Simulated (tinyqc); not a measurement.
Worked calculation: surface photovoltage measurement of the minority-carrier diffusion length in a wafer. Computed by tinyqc, a small Python program that keeps every step. Command: `OMP_NUM_THREADS=1 python tinyqc.py 3130579 3130580 out.jsonl spv walk`. One thread of a shared host (Intel(R) Xeon(R) Processor @ 2.30GHz), about 0.01 s of CPU time with the checks. Intermediate numbers are printed to about 6 digits and carried at full precision; extremes and crossings named in words are read from the listed rows.

Low injection, steady light, a depletion layer much thinner than 1/alpha and L. The excess density dn is taken at the front edge of the neutral region; light that reaches the back is lost.

Inputs (values chosen for the exercise, modelled on p-type silicon at room temperature):
```
quantity                                              value               unit
diffusion length L                                      240         micrometre
wafer thickness W                                       525         micrometre
diffusivity D                                          24.3             cm^2/s
front recombination velocity S_f                        160               cm/s
back recombination velocity S_b                       74000               cm/s
photon flux entering                                  8e+13         1/(cm^2 s)
minority density at the surface barrier scale n_0   1.5e+10             1/cm^3
temperature T                                           298                  K
wavelength                                              825                 nm
relative noise of each reading                          0.5                  %
diffusion length after pair splitting over L           0.85                  -
iron factor C                                      1.02e+16  micrometre^2/cm^3
```

Constants: k_B = 8.617333262e-05 eV/K.

## One wavelength

alpha = (84.732/lambda - 76.417)^2 per cm with lambda in micrometre (an empirical fit for silicon between 0.7 and 1.05 micrometre). Thick wafer: dn = Phi L/((S_f + D/L)(L + 1/alpha)). Finite wafer, with s = S_b L/D, w = W/L, a = alpha L: dn = [Phi a/(a^2 - 1)] [a - B - exp(-alpha W)(a - s)/(cosh w + s sinh w)]/(S_f + B D/L), B = (sinh w + s cosh w)/(cosh w + s sinh w). Photovoltage V = (k_B T/e) ln(1 + dn/n_0). Lifetime = L^2/D.

alpha = 691.083 1/cm

penetration depth 1/alpha = 14.4700 micrometre

dn, thick wafer = 6.43505e+10 1/cm^3

B = 1.02480

dn, finite wafer = 6.29010e+10 1/cm^3

photovoltage V = 42.3044 mV

lifetime = 23.7037 microsecond

Caution: dn is not small against n_0, so V is not linear in the flux; the constant-flux reading then needs dn, not V.

## The linear plot

normal deviates g for the noise: -0.82  1.44  1.40  0.01  -0.18  -0.62  -0.88

Readings y = (Phi/dn) (1 + noise x g) at 780, 830, 880, 920, 950, 975 and 995 nm; a least-squares line y = c (1/alpha + L_app) gives L_app = intercept/slope.

Readings:
```
lambda (nm)  1/alpha (micrometre)  y (cm/s)  line (cm/s)
780                         9.636   1241.88      1248.10
830                        15.176   1284.66      1277.21
880                        25.330   1337.19      1330.57
920                        40.658   1407.68      1411.11
950                        61.278   1514.90      1519.47
975                        90.917   1670.76      1675.21
995                       130.888   1889.85      1885.24
```

slope = 5.25469 cm/(s micrometre)

apparent length L_app = 227.885 micrometre

error of L_app (rounded to 0.001) = -5.048 %

Without noise the error would be -7.3 %, from the finite thickness at W/L = 2.2. S_f scales all readings alike and leaves L_app unchanged.

## Where the wafer is too thin

No noise; L is varied at fixed W, and the last two columns set S_b to 0 and to 1e7 cm/s.

Apparent length (micrometre):
```
L           W/L  given S_b  S_b = 0  S_b = 1e7
26.2    20.0382     26.200    26.20     26.200
52.5    10.0000     52.500    52.50     52.500
105.0    5.0000    104.830   105.12    104.821
158.0    3.3228    155.627   159.99    155.538
262.0    2.0038    237.163   285.49    236.609
420.0    1.2500    309.287   544.35    307.874
682.0    0.7698    357.532  1138.20    355.289
1100.0   0.4773    381.046  2285.07    378.322
2100.0   0.2500    393.006  4581.97    390.019
```

With a fast back surface L_app levels off, at 390 micrometre in the last row; with a passive one it reaches up to 2.18 times L among these rows and is 4580 in the last. All three columns are within 5 % of L down to W/L = 3.3.

## Iron from two lengths

Splitting iron-boron pairs in boron-doped silicon shortens L; with nothing else changing, [Fe] = C (1/L_after^2 - 1/L^2). It is evaluated with the true lengths and with the apparent ones (without noise), which differ when the wafer is not thick against L.

L_after = 204 micrometre

[Fe] from the true lengths = 6.80147e+10 1/cm^3

[Fe] from the apparent lengths = 6.12072e+10 1/cm^3

bias, apparent over true less 1 (rounded to 0.001) = -10.009 %

Checks made by the program: dn against a finite-difference solution (relative difference 8e-06).
